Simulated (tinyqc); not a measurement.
Square on-chip spiral inductor, lumped pi model: one step of the calculation.

Outer diameter do = di + 2 n wd + 2 (n - 1) sp, mean da = (do + di)/2, fill p = (do - di)/(do + di), length l = 4 n da. L = 2.34 mu0 n^2 da/(1 + 2.75 p), mu0 = 4 pi 1e-7 H/m. Rs = rho l/(wd delta (1 - exp(-th/delta))), delta = sqrt(rho/(pi f mu0)). Cs = n wd^2 eps0 eo/hu across the coil. At each end Cox = l wd eps0 eo/(2 ho) leads to the substrate branch Rsi = 2 rs he/(l wd) in parallel with Csi = l wd eps0 11.7/(2 he). With one end grounded Y = 1/(Rs + i w L) + i w Cs + 1/[1/(i w Cox) + 1/(1/Rsi + i w Csi)], w = 2 pi f; Q = -Im Y/Re Y. Eddy currents in neighbouring turns and in the substrate are left out.

Question. Geometry and model elements. do, l, L, delta, Rs, Cs, Cox, Rsi and Csi as defined.

Inputs (values chosen for the exercise); values of the order met in silicon radio-frequency processes: number of turns n = 1.5; line width wd = 8 um; space between turns sp = 1.5 um; inner diameter di = 40 um; metal thickness th = 2 um; metal resistivity rho = 2.2 uohm cm; oxide below the coil ho = 6.9 um; oxide between coil and underpass hu = 0.8 um; relative permittivity of the oxide eo = 3.9; substrate resistivity rs = 20 ohm cm; effective spreading depth in the substrate he = 30 um; frequency f = 8 GHz.

Constants: eps0 = 8.8541878128e-12 F/m. Results are converted to the units shown.

Find: do; l; L; delta; Rs; Cs; Cox; Rsi; Csi.

Answer.

do = 65.500 um
l = 316.50 um
L = 0.20965 nH
delta = 0.83462 um
Rs = 1.1473 ohm
Cs = 4.1438 fF
Cox = 6.3357 fF
Rsi = 4739.3 ohm
Csi = 4.3717 fF

Computed by the program tinyqc: `OMP_NUM_THREADS=1 python tinyqc.py 2302194 2302195 out.jsonl`, one thread of a shared Intel Xeon 2.30GHz, about 0.01 s for the whole run.
